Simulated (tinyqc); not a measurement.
Inside a calculation: quaternary alloy A(x)B(1-x)C(y)D(1-y) matched to a substrate. Values are carried at full precision from step to step, so a last printed digit may differ when a step is redone from the rounded ones.

Matching a(x,y) = a_s gives x = (a_s - y a_BC - (1 - y) a_BD)/(y (a_AC - a_BC) + (1 - y)(a_AD - a_BD)).
Constants: hc = 1239.841984 eV nm.

Values chosen for the exercise (AC, AD, BC, BD near GaAs, GaSb, InAs and InSb; substrate near InP; shifted at random, so the results belong to these values and not to a real crystal): a = (5.66, 6.104, 6.064, 6.482) angstrom (lattice constants of AC, AD, BC, BD); a_s = 5.864 angstrom (substrate); y = 0.77 (fraction of C); Eg = (1.521, 0.82, 0.415, 0.236) eV (gaps at Gamma of AC, AD, BC, BD); Cb = (0.498, 0.435, 1.571, 0.661) eV (bowing of ABC, ABD, ACD, BCD); dx = 0.039 (error of x in growth).

## The matched composition

Give numerator, denominator and x.

numerator = -0.29614 angstrom
denominator = -0.39802 angstrom
x = 0.7440

## The gap by rule 1

Q(x,y) = x y Q_AC + x (1 - y) Q_AD + (1 - x) y Q_BC + (1 - x)(1 - y) Q_BD for the lattice constant. Gap, rule 1: Q(x,y) - x (1 - x)[y C_ABC + (1 - y) C_ABD] - y (1 - y)[x C_ACD + (1 - x) C_BCD]. Rule 2 (mean of ternaries): {x (1 - x)[y T_ABC(x) + (1 - y) T_ABD(x)] + y (1 - y)[x T_ACD(y) + (1 - x) T_BCD(y)]}/{x (1 - x) + y (1 - y)}, T_ABC(x) = x E_AC + (1 - x) E_BC - C_ABC x (1 - x), T_ACD(y) = y E_AC + (1 - y) E_AD - C_ACD y (1 - y), and alike. Only the Gamma valley is followed.

Give the four weights, the bilinear part, the two bowing terms, the gap and hc/gap.

weights of AC, AD, BC, BD: [0.5729, 0.1711, 0.1971, 0.0589]

bilinear part = 1.1074 eV

bowing terms (eV): [0.0921, 0.2370]

gap = 0.7783 eV
wavelength = 1593 nm

## The gap by rule 2

Give the four ternary gaps and their weighted mean.

T_ABC, T_ABD, T_ACD, T_BCD (eV): [1.1431, 0.5877, 1.0815, 0.2568]

gap = 0.9455 eV

Rule 2 lies 167 meV above rule 1: it averages the two bowing terms where rule 1 adds them. Both agree on the ternary edges.

## An error in composition

Replace x by x + dx; mismatch (a_s - a)/a and change of the relaxed gap by rule 1.

a = 5.8485 angstrom
mismatch = 0.265 %
change of the gap = 42.1 meV

The layer would be under tension; the strain shift of the gap is not included.

## Checks

- Lattice constant at the matched composition against a_s (angstrom): both 5.8640.
- Rule 2 as a mean of ternaries against its form with averaged bowing (eV): both 0.9455.

Computed by tinyqc, a small Python program: `OMP_NUM_THREADS=1 python tinyqc.py 1051353 1051354 out.jsonl` (the numbers bound the seed that draws the inputs); one thread of a shared host (Intel(R) Xeon(R) Processor @ 2.30GHz), about 0.01 s for the whole set of steps.
